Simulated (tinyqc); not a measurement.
What moves the results: dielectric confinement in a thin film (image charges). A value that a table varies takes the place of the one given here.

A film |z| < t/2 of dielectric constant eps between half-spaces of dielectric constant e2; lam = (eps - e2)/(eps + e2), q = e^2/(4 pi eps0). The self-energy of a band edge is taken with the high-frequency value, e2 = eh, and the field of a fixed ion with the static one, e2 = eo. A charge at z has images lam^|n| at n t + (-1)^n z. Its self-energy is S(z) = (q/2 eps) sum over n >= 1 of lam^n [1/(n t - 2z) + 1/(n t + 2z)] for odd n and 2 lam^n/(n t) for even n; at the centre S(0) = -(q/(eps t)) ln(1 - lam).

Donor at the centre, lam from the static eo, trial function cos(pi z/t) exp(-rho/l): E(l) = c/(m l^2) - (q/eps) times the integral over k of F(k t) (1 + (k l/2)^2)^(-3/2), with F(x) = F0 + 2 lam exp(-x) G/(1 - lam exp(-x)), F0 = 2[(1 - exp(-x/2))/x + x (1 + exp(-x/2))/(x^2 + 4 pi^2)], G = 2 sinh(x/2)[1/x - x/(x^2 + 4 pi^2)]; c = hbar^2/2m0. The binding energy is -E at the minimum, counted from the subband edge with its self-energy.

Constants: e^2/(4 pi eps0) = 14.39964547 eV angstrom; hbar^2/2m0 = 3.80998211 eV angstrom^2; Ry = 13.60569312 eV.

Inputs chosen for the exercise (near those of a Si (100) film, two-fold valleys, in vacuum; shifted at random, so the results belong to these values and not to a real crystal): eps = 11.7 (dielectric constant of the film); eh = 1 (high-frequency dielectric constant outside); eo = 1 (static dielectric constant outside); m = 0.196 m0 (mass in the plane); mz = 0.909 m0 (mass across the film); ts = (10, 15, 22, 32, 48, 70, 100) angstrom (thicknesses); t = 52 angstrom (film thickness).

## Thinning the film

<S> is the mean over (2/t) cos^2(pi z/t); confinement c (pi/t)^2/mz; donor binding with and without images.

Results:
```
t (angstrom),<S> (meV),confinement (meV),"binding, no images (meV)",binding (meV),l (angstrom)
10,250.6,413.7,60.5,408.9,13.0
15,167.1,183.9,55.6,304.4,15.5
22,113.9,85.5,50.3,229.3,18.2
32,78.3,40.4,44.8,173.2,21.3
48,52.2,18.0,38.7,127.4,25.3
70,35.8,8.4,33.2,95.5,29.6
100,25.1,4.1,28.2,72.6,34.3
```

Between 100 and 10 angstrom the binding goes from 72.6 to 408.9 meV; quantum confinement alone would take it from 28.2 to 60.5, so the images supply +44.4 and +348.4 meV. |<S>| goes as 1/t and exceeds the confinement energy beyond 17 angstrom. For t well above a* = 32 angstrom the separable trial function underbinds, which affects the last rows. Hard-wall energies above 300 meV (up to t = 10 angstrom) overstate the confinement: walls are finite and valleys non-parabolic.

## Choice of the surrounding dielectric

The same film between different dielectrics; in this table one value e2 serves for both eo and eh.

Results:
```
case,lam,<S> (meV),binding (meV),l (angstrom)
e2 = 1,0.843,48.2,119.9,26.1
e2 = 2.5,0.648,28.1,83.1,26.8
e2 = 3.9,0.500,19.0,67.4,27.4
e2 = 7.5,0.219,7.0,48.0,28.4
e2 = 16,-0.155,-4.2,31.6,30.0
e2 = 25,-0.362,-9.2,24.9,30.9
e2 = 80,-0.745,-17.1,15.2,32.9
```

The binding spans a factor 7.9, from 120 meV in vacuum to 15.2 meV for e2 = 80; going from 3.9 to 25 changes it by -42.5 meV and the band edge by -28.2 meV, so the binding responds 1.51 times as much as the edge (for an orbit much smaller than t the binding would change by twice the change of S(0), -47.4 meV; here l/t = 0.53 for e2 = 3.9).

## What each parameter does

<S> is the mean over (2/t) cos^2(pi z/t). Each row changes one parameter from the base and keeps the others.

Results:
```
case,lam from eh,<S> (meV),binding (meV),l (angstrom)
base,0.843,48.2,119.9,26.1
t = 62 angstrom,0.843,40.4,104.8,28.1
eps = 10.5,0.826,51.0,131.9,24.6
eo = 1.4,0.843,48.2,105.8,26.3
eh = 1.3,0.800,42.3,119.9,26.1
m = 0.235 m0,0.843,48.2,125.1,23.5
```

The largest shifts from the base row, up to three for each result and ties (the steps differ in size, so this ranks the rows, not the parameters). lam from eh: eh -0.043, eps -0.016; unchanged at the printed digits by t, eo and m. <S> (meV): t -7.8, eh -5.9, eps +2.8; unchanged at the printed digits by eo and m. binding (meV): t -15.1, eo -14.1, eps +12.0; unchanged at the printed digits by eh. l (angstrom): m -2.6, t +2.0, eps -1.5; unchanged at the printed digits by eh.

Program tinyqc; command `OMP_NUM_THREADS=1 python tinyqc.py 1280549 1280550 out.jsonl`; about 0.04 s on one thread of a shared Intel(R) Xeon(R) Processor @ 2.30GHz.
